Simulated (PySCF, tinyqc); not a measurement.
Inside a calculation. Method: CISD on RHF in the sto-3g basis, for H4, spin multiplicity 1. The lowest restricted solution is unstable here: a spin-polarised one lies 0.1559 hartree lower (PySCF). One step of it, computed by the program tinyqc.

Problem. Integrals over molecular orbitals. (pq|rs) = sum C_ip C_jq C_kr C_ls (ij|kl), one index at a time.

coefficients C, order 1H 1s, 2H 1s, 3H 1s, 4H 1s:
```
[[0.387590, 0.521321, 0.539229, 0.670448],
 [0.387590, 0.521321, -0.539229, -0.670448],
 [0.387590, -0.521321, 0.539229, -0.670448],
 [0.387590, -0.521321, -0.539229, 0.670448]]
```

core Hamiltonian H = T + V (hartree), order 1H 1s, 2H 1s, 3H 1s, 4H 1s:
```
[[-1.452830, -0.558840, -0.502451, -0.229129],
 [-0.558840, -1.452830, -0.229129, -0.502451],
 [-0.502451, -0.229129, -1.452830, -0.558840],
 [-0.229129, -0.502451, -0.558840, -1.452830]]
```

Two-electron integrals (ij|kl) in chemists' order, unique and non-zero (hartree):
```
(11|11) 0.774606   (21|11) 0.160738   (21|21) 0.049408   (22|11) 0.365517
(22|21) 0.160738   (22|22) 0.774606   (31|11) 0.141029   (31|21) 0.033176
(31|22) 0.084378   (31|31) 0.039075   (32|11) 0.046730   (32|21) 0.015030
(32|22) 0.050971   (32|31) 0.013561   (32|32) 0.006210   (33|11) 0.348725
(33|21) 0.091467   (33|22) 0.257683   (33|31) 0.141029   (33|32) 0.050971
(33|33) 0.774606   (41|11) 0.050971   (41|21) 0.015030   (41|22) 0.046730
(41|31) 0.013561   (41|32) 0.006082   (41|33) 0.046730   (41|41) 0.006210
(42|11) 0.084378   (42|21) 0.033176   (42|22) 0.141029   (42|31) 0.023449
(42|32) 0.013561   (42|33) 0.084378   (42|41) 0.013561   (42|42) 0.039075
(43|11) 0.091467   (43|21) 0.028146   (43|22) 0.091467   (43|31) 0.033176
(43|32) 0.015030   (43|33) 0.160738   (43|41) 0.015030   (43|42) 0.033176
(43|43) 0.049408   (44|11) 0.257683   (44|21) 0.091467   (44|22) 0.348725
(44|31) 0.084378   (44|32) 0.046730   (44|33) 0.365517   (44|41) 0.050971
(44|42) 0.141029   (44|43) 0.160738   (44|44) 0.774606
```

Give: one-electron integrals over orbitals h = C^T H C; Two-electron integrals over orbitals.

Solution.

one-electron integrals over orbitals h = C^T H C (hartree):
```
[[-1.6484, 0.0000, 0.0000, 0.0000],
 [0.0000, -1.3916, 0.0000, 0.0000],
 [0.0000, 0.0000, -1.3577, 0.0000],
 [0.0000, 0.0000, 0.0000, -1.1160]]
```

Two-electron integrals over orbitals (pq|rs), unique and non-zero (hartree):
```
(11|11) 0.4375   (21|21) 0.1394   (22|11) 0.4332   (22|22) 0.4404
(31|31) 0.1324   (32|32) 0.0953   (33|11) 0.4321   (33|22) 0.4316
(33|33) 0.4395   (41|32) 0.0929   (41|41) 0.0906   (42|31) 0.1370
(42|42) 0.1489   (43|21) 0.1435   (43|43) 0.1564   (44|11) 0.4366
(44|22) 0.4449   (44|33) 0.4453   (44|44) 0.4593
```
